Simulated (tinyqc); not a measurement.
Potential-pH (Pourbaix) lines of a metal, its cation, its oxide and an oxyanion, with a complexing ligand. Changing the total ligand c_L. Computed by tinyqc, a small Python program. Command: `OMP_NUM_THREADS=1 python tinyqc.py 3015025 3015026 out.jsonl pourb sweep`. One thread of a shared host (Intel(R) Xeon(R) Processor @ 2.30GHz), about 0.02 s of CPU time with the checks.

Potentials are against the standard hydrogen electrode; solids and water have unit activity; dG_f of M, H+ and the electron is zero; F = e N_A and s = R T ln(10)/F. The cation carries z = 2.

Inputs (values chosen for the exercise, for a model metal):
```
quantity                                      value      unit
dG_f of the cation                           -55.71    kJ/mol
dG_f of the oxide                           -218.29    kJ/mol
dG_f of the oxyanion                        -284.02    kJ/mol
dG_f of water                               -237.14    kJ/mol
temperature T                                298.15         K
log10 of the dissolved activity a                -6         -
pH                                              9.6         -
potential E                                    0.72         V
log10 of the stability constant beta of ML      4.6         -
pKa of HL                                        10         -
limiting current density i_L                 0.0012    A/cm^2
molar volume V_m                               6.67  cm^3/mol
```

Species: M, M2+, MO, MO2(2-).

exchange current densities, metal and cathodic (A/cm^2): 9.4e-07  4.7e-11

Tafel slopes, anodic and cathodic (mV/decade): 55  120

Constants: R = 8.314462618 J/(mol K); e = 1.602176634e-19 C; N_A = 6.02214076e+23 1/mol.

Method:
- M2+ + 2e = M; MO + 2H+ + 2e = M + H2O; MO2(2-) + 4H+ + 2e = M + 2H2O. For each, E0 = -dG/(z F), and E = E0 + (s/z) log10 a - (s n_H/z) pH, with no activity term for the oxide.
- The metal is stable below the lowest of the three lines; above it, the species of the lowest line is stable. Water lines at 1 bar: hydrogen E = -s pH, oxygen E = -dG_f(water)/(2F) - s pH.
- The free ligand is c_L/(1 + 10^(pKa - pH)) (ligand in excess); dissolved metal is a in all, so the free cation is a/alpha, alpha = 1 + beta [L]; the cation line drops by (s/z) log10 alpha.
- Anodic i = i0a 10^((E - E_a)/b_a) with E_a the cation line with ligand; cathodic i = i0c 10^((E_c - E)/b_c) with E_c the oxygen line; supply caps the cathodic current, 1/i_c = 1/i(Tafel) + 1/i_L. E_corr makes the two currents equal. Without the cap it would be [b_c E_a + b_a E_c + b_a b_c log10(i0c/i0a)]/(b_a + b_c). Rate = i V_m/(z F). Films are left out.

One run for each value; columns: (1) total ligand c_L (mol/L); (2) log10 alpha; (3) cation line with ligand (V); (4) etch rate (nm/min); (5) that line less the oxide line (V):
```
(1)          (2)       (3)     (4)       (5)
1.00e-05  0.0466  -0.46755  20.042   0.00269
4.00e-05  0.1624  -0.47098  20.274  -0.00073
2.00e-04  0.5142  -0.48138  20.929  -0.01114
7.00e-04  0.9511  -0.49431  21.643  -0.02406
3.00e-03  1.5442  -0.51185  22.444  -0.04160
1.00e-02  2.0583  -0.52706  22.997  -0.05681
6.00e-02  2.8332  -0.54998  23.621  -0.07973
2.00e-01  3.3557  -0.56543  23.928  -0.09519
1.00e+00  4.0545  -0.58611  24.230  -0.11586
```

Over the rows, log10 alpha rises from 0.0466 to 4.05; cation line with ligand (V) falls from -0.468 to -0.586; etch rate (nm/min) rises from 20.0 to 24.2 (exponent d ln y / d ln x 0.0083 between the first rows and 0.0078 between the last). Once beta [L] exceeds 1, each decade of ligand lowers the cation line by s/z; the etch rate rises with it.

Caution (all rows): other oxidation states, hydroxides and hydrides are left out, and the lines say nothing of rates. Caution (rows 1.00e-5): at this pH the oxide, not the cation, is the stable product, and a film would cut the rate.
